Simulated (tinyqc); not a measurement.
Donors with valley-orbit split 1s states: one step. Mobility and resistivity. Two cases, with inputs chosen for the exercise.

Question. Compare with full ionisation, n = ND - NA.

Mobility (Caughey-Thomas form): mu = mu0 + (mu1 (T/300)^(-ga) - mu0)/(1 + ((ND + NA)/Nr)^de); rho = 1/(e n mu), e = 1.602176634e-19 C.

Give: mu; rho; rho at full ionisation.

Case 1.

Values chosen (near those of Sb in Si; not measured data):
- ND = 4.4e+15 1/cm^3 (donors)
- NA = 2.8e+14 1/cm^3 (compensating acceptors, all ionised)
- mu0 = 67 cm^2/(V s) (mobility at heavy doping)
- mu1 = 1357 cm^2/(V s) (mobility at light doping and 300 K)
- Nr = 1.1e+17 1/cm^3 (reference doping)
- de = 0.72 (doping exponent)
- ga = 2.3 (temperature exponent)
- T = 400 K

n = 4.1062e+15 1/cm^3

Answer.

mu = 641.1 cm^2/(V s)
rho = 2.37 ohm cm
rho at full ionisation = 2.36 ohm cm

Incomplete ionisation raises rho by a factor 1.

Case 2.

Values chosen (near those of As in Si; not measured data):
- ND = 1.2e+16 1/cm^3 (donors)
- NA = 2.5e+15 1/cm^3 (compensating acceptors, all ionised)
- mu0 = 71 cm^2/(V s) (mobility at heavy doping)
- mu1 = 1375 cm^2/(V s) (mobility at light doping and 300 K)
- Nr = 1e+17 1/cm^3 (reference doping)
- de = 0.72 (doping exponent)
- ga = 2.3 (temperature exponent)
- T = 300 K

n = 9.3137e+15 1/cm^3

Answer.

mu = 1115.0 cm^2/(V s)
rho = 0.601 ohm cm
rho at full ionisation = 0.589 ohm cm

Incomplete ionisation raises rho by a factor 1.02.

Computed by tinyqc, one run a case: `OMP_NUM_THREADS=1 python tinyqc.py N N+1 out.jsonl` with N = 1652505, 1652626; one thread of a shared Intel(R) Xeon(R) Processor @ 2.30GHz, about 0.01 s a run at most.
